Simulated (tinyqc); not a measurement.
# Undoped gate-all-around wire MOSFET, analytic charge model: what changes with what

An undoped round wire of radius R under an insulator shell and a surrounding gate; long channel, electrons only, n = ni exp((psi - V)/Vt) with V the quasi-Fermi potential (0 at the source, Vd at the drain), constant mobility, no quantisation. The radial Poisson equation gives n(r) = n(0)/(1 - (1 - b) r^2/R^2)^2 with b = Q0/(Q + Q0). Q is the electron charge per area of the wire surface.

Values chosen for this exercise; material values close to those of germanium: temperature T = 325 K; band gap Eg = 0.654 eV; relative permittivity of the semiconductor eps_r = 15.7; conduction-band density of states at T Nc = 1.17e19 cm^-3; valence-band density of states at T Nv = 6.75e18 cm^-3; relative permittivity of the gate insulator eox = 4.03; insulator thickness tox = 3.5 nm; wire radius R = 15 nm; gate work function less that of the intrinsic body dphi = 0.11 V; channel mobility mu = 430 cm^2/(V s); gate length L = 2 um; drain voltage Vd = 0.1 V.

Constants: q = 1.602176634e-19 C, kB = 1.380649e-23 J/K, Vt = kB T/q, eps0 = 8.8541878128e-14 F/cm where lengths are in cm. Results are converted to the units shown.

Each table varies one quantity; the others keep the values above.

## Output curve

ni = sqrt(Nc Nv) exp(-Eg/(2 Vt)), Eg in volts; Cox = eps0 eox/(R ln(1 + tox/R)); Q0 = 4 eps0 eps_r Vt/R; V0 = dphi + Vt ln[8 eps0 eps_r Vt/(q ni R^2)]. Q solves Vg - V0 - V = Q/Cox + Vt ln(Q/Q0) + Vt ln(1 + Q/Q0). I = mu (2 pi R/L)[2 Vt (Qs - Qd) + (Qs^2 - Qd^2)/(2 Cox) + Vt Q0 ln((Qd + Q0)/(Qs + Q0))], with Qs at V = 0 and Qd at V = Vd.

In this table Vg = 0.75 V.

Result of one run:

| Vd (V) | Qd (nC/cm^2) | Qd/Qs | I (uA) |
|---|---|---|---|
| 0.41 | 16.898 | 0.049051 | 1.3520 |

What becomes of these results when the drain voltage Vd is changed from 0.41 to 0.21 V, all else the same?

Result of the changed run:

| Vd (V) | Qd (nC/cm^2) | Qd/Qs | I (uA) |
|---|---|---|---|
| 0.21 | 150.59 | 0.43712 | 1.0442 |

The whole series:

| Vd (V) | Qd (nC/cm^2) | Qd/Qs | I (uA) |
|---|---|---|---|
| 0.08 | 267.73 | 0.77716 | 0.49587 |
| 0.15 | 203.16 | 0.58973 | 0.82949 |
| 0.21 | 150.59 | 0.43712 | 1.0442 |
| 0.28 | 94.099 | 0.27315 | 1.2170 |
| 0.35 | 46.147 | 0.13396 | 1.3152 |
| 0.41 | 16.898 | 0.049051 | 1.3520 |
| 0.48 | 2.4812 | 0.0072024 | 1.3634 |
| 0.54 | 0.31823 | 9.2376e-4 | 1.3647 |
| 0.61 | 0.026452 | 7.6785e-5 | 1.3649 |

The current rises from 0.496 to 1.36 uA, while the charge at the drain end falls from 0.78 to 7.7e-5 of that at the source. The current first comes within 1 % of its last value at Vd = 0.41 V among the rows. Over the last rows Qd falls by a factor of e for each Vt of drain voltage: the drain end is in weak inversion. In every row the surface density at the source passes 0.3 Nc, where Boltzmann statistics fail.

## Transfer curve and volume inversion

Same model as above.

The drop is psi(surface) - psi(centre) at the source end; C = dQs/dVg, Cg = Cox, drop = 2 Vt ln(1 + Qs/Q0); gm = dI/dVg.

Transfer curve and volume inversion:

| Vg (V) | Qs (nC/cm^2) | drop (mV) | C/Cg | I (uA) | gm/I (1/V) |
|---|---|---|---|---|---|
| 0.07 | 0.002175 | 0.001173 | 6.845e-5 | 1.199e-6 | 35.70 |
| 0.22 | 0.4523 | 0.2435 | 0.01398 | 2.517e-4 | 35.37 |
| 0.37 | 29.75 | 14.11 | 0.4337 | 0.02534 | 21.80 |
| 0.52 | 133.8 | 46.38 | 0.7294 | 0.1921 | 7.927 |
| 0.67 | 267.7 | 71.42 | 0.8305 | 0.4490 | 4.118 |
| 0.82 | 413.5 | 89.96 | 0.8786 | 0.7380 | 2.695 |
| 0.97 | 565.6 | 104.4 | 0.9061 | 1.042 | 1.980 |
| 1.12 | 721.3 | 116.1 | 0.9238 | 1.356 | 1.557 |
| 1.27 | 879.6 | 125.9 | 0.9360 | 1.675 | 1.279 |

The current rises from 1.20e-6 to 1.68 uA. In the first row gm/I is 35.7 1/V, within 0.01 % of 1/Vt: with no depletion charge the whole body follows the gate, and the swing is ideal. The drop between surface and centre goes from 0.0012 to 126 mV and passes Vt at Vg = 0.52 V among the rows; below that the density varies across the body by less than a factor of e (volume inversion). C reaches 0.94 of Cg in the last row. For Vg = 0.67 to 1.27 V the surface density at the source passes 0.3 Nc, where Boltzmann statistics fail.

## Effect of the wire radius

I = mu (2 pi R/L)[2 Vt (Qs - Qd) + (Qs^2 - Qd^2)/(2 Cox) + Vt Q0 ln((Qd + Q0)/(Qs + Q0))], with Qs at V = 0 and Qd at V = Vd.  I(low) is taken at Vg = 0.12 V, Qs and I(high) at Vg = 0.87 V.

Effect of the wire radius:

| R (nm) | V0 (V) | I(low) (nA) | Qs(high) (nC/cm^2) | I(high) (uA) |
|---|---|---|---|---|
| 5 | 0.4333 | 7.945e-4 | 529.9 | 0.3175 |
| 7 | 0.4144 | 0.001557 | 502.5 | 0.4224 |
| 9.8 | 0.3956 | 0.003052 | 482.0 | 0.5683 |
| 14 | 0.3756 | 0.006228 | 466.2 | 0.7864 |
| 19 | 0.3585 | 0.01147 | 456.2 | 1.045 |
| 27 | 0.3388 | 0.02316 | 447.8 | 1.459 |
| 38 | 0.3197 | 0.04585 | 441.9 | 2.028 |

What does the comparison show?

As R goes from 5 to 38 nm, I(low) rises from 7.94e-4 to 0.0458 nA and I(high) rises from 0.318 to 2.03 uA. On average I(low) goes as R^(2.00) and I(high) goes as R^(0.91). Below threshold the charge is proportional to the cross-section of the body; above it the insulator sets the charge. In every row the surface density at the source at the higher gate voltage passes 0.3 Nc, where Boltzmann statistics fail. At R = 5 nm the body is thin enough for quantum confinement, left out here, to raise the threshold.

tinyqc, about 0.04 s, one thread, Intel Xeon 2.30GHz (shared host): `OMP_NUM_THREADS=1 python tinyqc.py 2460131 2460132 out.jsonl`
